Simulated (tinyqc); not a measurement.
Plane-wave Kohn-Sham cycle with exchange-only LDA in a layered model solid, step by step. One step of it, computed by the program tinyqc.

Problem. Iteration 2: potential. V_H(G) = 4 pi rho(G)/G^2 for G != 0 (uniform background); v_x = -(3 rho/pi)^(1/3); V = V_ext + V_H + v_x; Fourier components f(G_m) = (1/N) sum_j f(x_j) exp(-i G_m x_j).

A solid whose potential varies along x alone (atomic units):
```
parameter                      value
period a                    6.600000
cross-section of the cell  18.000000
electrons per cell                 4
grid points                       16
plane waves -n..n, n               2
k points                           3
V1 in V1 cos(2 pi x/a)     -0.290000
```

density after iteration 1 (e/bohr^3): [0.03441077, 0.03454908, 0.03477306, 0.03471456, 0.03420000, 0.03338511, 0.03258132, 0.03203139, 0.03184074, 0.03203139, 0.03258132, 0.03338511, 0.03420000, 0.03471456, 0.03477306, 0.03454908]

Give: Potentials on the grid; V(G_m), m = 0, 1, 2, ....

Solution.

Potentials on the grid (hartree):
```
x       V_ext       V_H     v_x       V
0.000  -0.290     0.018  -0.320  -0.593
0.412  -0.268     0.017  -0.321  -0.572
0.825  -0.205     0.014  -0.321  -0.512
1.238  -0.111     0.009  -0.321  -0.423
1.650       0  1.86e-03  -0.320  -0.318
2.062   0.111    -0.006  -0.317  -0.212
2.475   0.205    -0.014  -0.315  -0.123
2.888   0.268    -0.019  -0.313  -0.064
3.300   0.290    -0.021  -0.312  -0.043
3.712   0.268    -0.019  -0.313  -0.064
4.125   0.205    -0.014  -0.315  -0.123
4.537   0.111    -0.006  -0.317  -0.212
4.950       0  1.86e-03  -0.320  -0.318
5.362  -0.111     0.009  -0.321  -0.423
5.775  -0.205     0.014  -0.321  -0.512
6.188  -0.268     0.017  -0.321  -0.572
```

V(G_m), m = 0, 1, 2, ... (hartree): [-0.318, -0.137, 0.000, 0.000, 0.000]
